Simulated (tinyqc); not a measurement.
# Gain factor and gap resistance from two string resistances

Question. At small bit-line voltage each of the 48 cells has the resistance 1/(K x) at overdrive x (no mobility reduction) in series with a gap resistance Rg. Find K, Rg and the share of the gaps at the higher overdrive.

resistance of a string of 48 equal cells at overdrives of 3.4 and 7.8 V (kohm): 4100.8134  1825.4418

Answer. The resistance per cell is a straight line in 1/x with slope 1/K and intercept Rg.

K = 3.500 uA/V^2
Rg = 1.400 kohm
share of the gaps = 3.681 %

Numbers from tinyqc (`OMP_NUM_THREADS=1 python tinyqc.py 2142261 2142262 out.jsonl`; about 0.8 s on one thread of a shared Intel Xeon 2.30GHz).
